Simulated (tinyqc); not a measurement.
Power law or saturation: oxide trap near a transistor channel: two-state multiphonon kinetics, telegraph noise and bias instability. Computed by tinyqc, a small Python program. Command: `OMP_NUM_THREADS=1 python tinyqc.py 3021057 3021058 out.jsonl oxidetrap walk`. One thread of a shared host (Intel(R) Xeon(R) Processor @ 2.30GHz), about 0.01 s of CPU time with the checks.

An n-channel device under positive gate bias. The trap is empty (state 1) or holds an electron (state 2); both states are parabolas of equal curvature, and the electron reservoir is taken at the Fermi level of the channel.

Inputs (values chosen for the exercise, with an insulator like Al2O3 on silicon):
```
quantity                           value  unit
attempt rate k_0 at the interface  2e+11   1/s
temperature T                        400     K
mean capture barrier mu_c            1.2    eV
spread of the barriers s_c          0.22    eV
saturation shift dV_max              130    mV
```

Parts treated: one trap and an ensemble.

Constants: k_B = 8.617333262e-05 eV/K.

Method. For a normal spread of capture barriers (given for the stress field, with depth and field not resolved, k_0 being taken as the effective rate of the ensemble), traps with barrier below k_B T ln(k_0 t) are filled: dV(t) = (dV_max/2) erfc((mu_c - k_B T ln(k_0 t))/(sqrt(2) s_c)); local exponent n = d ln dV/d ln t (central difference, factor 1.01 in t). The extrapolation continues the power law fitted through 10 s and 1000 s.

Against stress time:
```
t (s)     shift (mV)  local exponent  power law (mV)  shift at T + 50 K (mV)
1.00e-03        0.90         0.43653            3.26                    2.41
1.00e-01        5.34         0.33585            8.10                   13.18
1.00e+01       20.10         0.24106           20.10                   41.86
1.00e+03       49.91         0.15587           49.91                   82.77
1.00e+05       86.46         0.08582          123.91                  114.04
1.00e+07      113.68         0.03699          307.63                  126.85
3.00e+08      123.97         0.01596          602.14                  129.34
```

What does the comparison show, and why?

The exponent falls from 0.437 to 0.016 as the front climbs the distribution, so the power law overstates the shift at 3e8 s (about ten years) by a factor 4.86. Heating by 50 K raises the shift at 1000 s by a factor 1.66: time and temperature enter only through T ln(k_0 t).
